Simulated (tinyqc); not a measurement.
What the corrections do to the levels: formation energy of a charged point defect from supercell energies. Computed by tinyqc, a small Python program. Command: `OMP_NUM_THREADS=1 python tinyqc.py 3030604 3030605 out.jsonl formation walk`. One thread of a shared host (Intel(R) Xeon(R) Processor @ 2.30GHz), about 0.01 s of CPU time with the checks.

The host is a compound AB. Making the defect adds n_A = 0, n_B = -1 atoms to the cell. All total energies are inputs. E_F is counted from the valence-band maximum (VBM); x = 0 is A-rich and x = 1 B-rich growth.

Inputs (values chosen for the exercise, for a model compound AB):
```
quantity                       value      unit
E_VBM of the host cell         2.221        eV
potential alignment dV       -0.0071        eV
dielectric constant eps         7.48         -
cell length L                   20.7  angstrom
mu_B of the pure element      -4.155        eV
formation enthalpy dH of AB       -5        eV
growth condition x              0.72         -
```

Defect: vacancy of B. Supercell lattice: bcc.

charge states q: 0  -1  -2

E(defect, q) - E(host), in the order of q (eV): 9.013  13.226  20.547

Constants: e^2/(4 pi eps_0) = 14.39964548 eV angstrom.

Method:
- dmu_A = x dH and dmu_B = (1 - x) dH, so that dmu_A + dmu_B = dH; mu = mu(element) + dmu.
- The reservoir term is sum n_i mu_i.
- Image-charge correction of a point charge in a neutralising background: E_corr = q^2 alpha e^2/(4 pi eps_0) / (2 eps L), alpha = 2.888462 for a bcc array with L the cube root of the volume.
- E_f(q, E_F) = [E(defect, q) - E(host)] - sum n_i mu_i + q (E_VBM + dV + E_F) + E_corr(q).
- Levels eps(q/q-1) with the terms q dV and E_corr left out or kept.

E_f(q, 0) (eV): (q=0) 3.4580, (q=-1) 5.5914, (q=-2) 11.1015

E_corr (eV): (q=0) 0.000000, (q=-1) 0.134313, (q=-2) 0.537250

Levels above the VBM (eV):
```
level      raw  with alignment  with image charge  with both
(0/-1)   1.992          1.9991             2.1263     2.1334
(-1/-2)  5.100          5.1071             5.5029     5.5100
```

Alignment moves every level by -dV = +0.007 eV. The image term moves eps(q/q-1) by (1 - 2q) E_corr(1): (0/-1) by +0.134, (-1/-2) by +0.403 eV, donor levels down and acceptor levels up. It adds 2 E_corr(1) = 0.269 eV to every U.

Extremes, crossings and ranges named in words are read from the listed rows.
